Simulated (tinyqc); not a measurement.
What each parameter of the potential does: deformation potentials from a strained empirical pseudopotential.

Diamond lattice, no spin-orbit coupling. Atomic form factor V(q) = a1 (q^2 - a2)/(a3 exp(a4 q^2) - 1) in rydberg with q in 1/bohr, for the unstrained cell. Under a strain e the reciprocal vectors and k go over into (1 + e)^(-1) G, the atoms sit at +/- tau with tau = (1 + e) a (1,1,1)/8 - zeta a (eyz, ezx, exy)/4, and H(G,G') = c |k + G|^2 delta + (V(q)/det(1 + e)) cos(q.tau), q = G - G', with the term q = 0 left out; c = hbar^2/2m0. The basis is fixed before straining: all G with |k + G|^2 up to 16 (2 pi/a)^2. k is given in units of 2 pi/a of the unstrained cell.

Constants: hbar^2/2m0 = 3.80998211 eV angstrom^2; Ry = 13.60569312 eV; a0 (Bohr radius) = 0.5291772105 angstrom.

Values chosen for the exercise (a germanium-sized cell with gaps well above those of Ge; not measured data): a = 5.65 angstrom (lattice constant); a1 = 0.4; a2 = 2.447; a3 = 2.079; a4 = 0.46; kD = 0.82 2 pi/a (position of the Delta minimum).

Gaps from the valence top to level 5 at Gamma and level 5 at (kD,0,0) and L, and their deformation potentials [E(+h) - E(-h)]/(3 ln((1 + h)/(1 - h))) for e = +/- h 1, h = 0.002. The row for the lattice constant keeps V(q) without the volume factor, so it is not a strain. Each row changes one parameter from the base and keeps the others.

Results:

| case | Gamma (eV) | Delta (eV) | L (eV) | potential Gamma (eV) | potential Delta (eV) | potential L (eV) |
|---|---|---|---|---|---|---|
| base | 1.439 | 1.178 | 1.036 | -8.77 | 0.90 | -2.83 |
| a = 5.707 angstrom | 1.232 | 1.412 | 1.088 | -8.95 | 0.59 | -3.03 |
| a1 = 0.396 | 1.418 | 1.108 | 0.990 | -8.69 | 0.93 | -2.79 |
| a2 = 2.423 | 1.576 | 1.117 | 1.054 | -8.72 | 0.97 | -2.79 |
| a3 = 2.1 | 1.421 | 1.084 | 0.978 | -8.67 | 0.93 | -2.80 |
| a4 = 0.465 | 1.380 | 1.105 | 0.976 | -8.62 | 0.99 | -2.74 |

The largest shifts from the base row, up to three for each result and ties (the steps differ in size, so this ranks the rows, not the parameters). Gamma (eV): a -0.207, a2 +0.137, a4 -0.059. Delta (eV): a +0.234, a3 -0.094, a4 -0.073. L (eV): a4 -0.060, a3 -0.059, a +0.052. potential Gamma (eV): a -0.19, a4 +0.15, a3 +0.10. potential Delta (eV): a -0.31, a4 +0.08, a2 +0.06. potential L (eV): a -0.20, a4 +0.09, a1 +0.04, a2 +0.04.

Program tinyqc; command `OMP_NUM_THREADS=1 python tinyqc.py 1850314 1850315 out.jsonl`; about 0.2 s on one thread of a shared Intel(R) Xeon(R) Processor @ 2.30GHz.
